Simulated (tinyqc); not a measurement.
Donor level screened by free carriers (Yukawa potential), step by step. Values are carried at full precision from step to step, so a last printed digit may differ when a step is redone from the rounded ones.

Screening wave number: Debye ks^2 = 4 pi q n/(eps kB T); Thomas-Fermi ks^2 = 6 pi q n/(eps EF) with EF = c (3 pi^2 n/gv)^(2/3)/m, c = hbar^2/2m0; the two are joined by 1/ks^2 = sqrt(1/ks_D^4 + 1/ks_TF^4). 1e18/cm^3 = 1e-6/angstrom^3, q = e^2/(4 pi eps0).

Constants: e^2/(4 pi eps0) = 14.39964547 eV angstrom; kB = 8.617333262e-05 eV/K; hbar^2/2m0 = 3.80998211 eV angstrom^2; Ry = 13.60569312 eV; a0 (Bohr radius) = 0.5291772105 angstrom.

Parameters, chosen for this exercise (near those of a donor in GaAs, with one mean mass; shifted at random, so the results belong to these values and not to a real crystal): m = 0.068 m0 (mass); eps = 12.6 (dielectric constant); gv = 1 (valleys); T = 400 K (temperature); n = 0.058 x 1e18/cm^3 (free-carrier density).

## Units and screening length

Give Ry* = Ry m/eps^2, a* = a0 eps/m, EF, the three values of ks, and x = ks a*.

Ry* = 5.828 meV
a* = 98.05 angstrom
EF = 8.03 meV

ks: Debye, Thomas-Fermi, joined (1/angstrom): 0.00492  0.01247  0.00489

x = 0.4791

EF/kB T = 0.23, so the Debye value, the smaller one, controls the screening.

## One-parameter trial function

Potential -(q/(eps r)) exp(-ks r), q = e^2/(4 pi eps0). In units Ry* = Ry m/eps^2 and a* = a0 eps/m the problem is [-Laplacian - 2 exp(-x r)/r] psi = E psi with x = ks a*.

For exp(-z r): E(z) = z^2 - 8 z^3/(2z + x)^2 in Ry*. Scan z = 0.5, 0.6, ..., 1.1, then minimise; first order gives -1 + 2x.

Scan (Ry*):
```
z,kinetic,potential,E
0.5,0.2500,-0.4571,-0.2071
0.6,0.3600,-0.6129,-0.2529
0.7,0.4900,-0.7771,-0.2871
0.8,0.6400,-0.9475,-0.3075
0.9,0.8100,-1.1227,-0.3127
1.0,1.0000,-1.3016,-0.3016
1.1,1.2100,-1.4835,-0.2735
```

best z = 0.883
E = -0.3130 Ry*
binding = 1.82 meV

First order in x would give -0.042 Ry*, a rigid shift by q ks/eps; it overstates the loss of binding by 0.271 Ry*.

## Converged levels

Converged values use 18 functions exp(-z r), z = 1.55^i, i = -11 to 6: S = 2/A^3, H = z_i z_j S - 2/(A + x)^2, A = z_i + z_j.

The 1s and 2s levels and the mean radius.

1s = -0.3158 Ry*
binding = 1.84 meV
<r> = 174.5 angstrom
second root = 0.0000 Ry*

The trial function misses by 0.0028 Ry*. Screening leaves 32 % of the bare binding, 0.05 kB T. 2s is no longer bound (it unbinds at x = 0.310). At this density n^(1/3) a* is past the Mott value 0.26, so real donors overlap and form no separate level.

## Checks

- 1s at x = 0.5 against the known -0.29623 Ry*: both -0.29623.
- 1s at x = 0 against -1: both -1.00000.

(tinyqc, `OMP_NUM_THREADS=1 python tinyqc.py 1281134 1281135 out.jsonl`, Intel(R) Xeon(R) Processor @ 2.30GHz, 1 thread, shared host, about 0.01 s.)
